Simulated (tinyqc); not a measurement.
Worked calculation: harmonic frequencies on the UHF/sto-3g surface (energies and gradients from PySCF), for H2+, spin multiplicity 2. Computed by tinyqc, a small Python program that keeps every step (integrals from PySCF). Settings: charge = 1, multiplicity = 2, basis = sto-3g, delta = 0.002. Command: `OMP_NUM_THREADS=1 python tinyqc.py 22009 22010 out.jsonl` (the two numbers bound the seeds that draw the settings). One thread of a shared host (Intel(R) Xeon(R) Processor @ 2.60GHz), about 0.1 s of CPU time with the checks.

## One row of the Hessian: 1Hz

optimised positions (bohr):
```
          x        y         z
1H  0.00000  0.00000  -0.36810
2H  0.00000  0.00000   1.63611
```

gradient at +delta (hartree/bohr):
```
            x          y           z
1H  0.0000000  0.0000000   0.0002892
2H  0.0000000  0.0000000  -0.0002892
```

gradient at -delta (hartree/bohr):
```
            x          y           z
1H  0.0000000  0.0000000  -0.0002855
2H  0.0000000  0.0000000   0.0002855
```

Displace 1Hz by +/-0.002 bohr; H(k, :) = (g(+) - g(-)) / (2 delta).

row of the Hessian (hartree/bohr^2): 1Hx 0.0000000, 1Hy 0.0000000, 1Hz 0.1436566, 2Hx 0.0000000, 2Hy 0.0000000, 2Hz -0.1436566

## Hessian by finite differences

All rows are made in the same way, and the matrix is symmetrised.

Hessian (symmetrised) (hartree/bohr^2):
```
            1Hx         1Hy         1Hz         2Hx         2Hy         2Hz
1Hx  -0.0000005   0.0000000   0.0000000   0.0000005   0.0000000   0.0000000
1Hy   0.0000000  -0.0000005   0.0000000   0.0000000   0.0000005   0.0000000
1Hz   0.0000000   0.0000000   0.1436566   0.0000000   0.0000000  -0.1436566
2Hx   0.0000005   0.0000000   0.0000000  -0.0000005   0.0000000   0.0000000
2Hy   0.0000000   0.0000005   0.0000000   0.0000000  -0.0000005   0.0000000
2Hz   0.0000000   0.0000000  -0.1436566   0.0000000   0.0000000   0.1436566
```

## Normal modes

masses (u): 1H 2.01410, 2H 1.00782

Diagonalise H_ij / sqrt(m_i m_j); the 5 smallest eigenvalues belong to translations and rotations; wavenumber = sqrt(eigenvalue / 1822.888) x 219474.63; each mode has its largest component positive (the first on a tie); zero-point energy = sum of wavenumbers / 2, with 349.755 1/cm per kcal/mol. A mass of 2.014 u marks deuterium.

eigenvalues of the mass-weighted Hessian (hartree/(bohr^2 u)): 0.00000  0.00000  0.00000  0.00000  0.00000  0.21387

harmonic wavenumbers of the vibrations (1/cm): 2377.3

mass-weighted modes:
```
       mode 1
1Hx   0.00000
1Hy   0.00000
1Hz  -0.57750
2Hx   0.00000
2Hy   0.00000
2Hz   0.81639
```

zero-point energy = 3.39846 kcal/mol
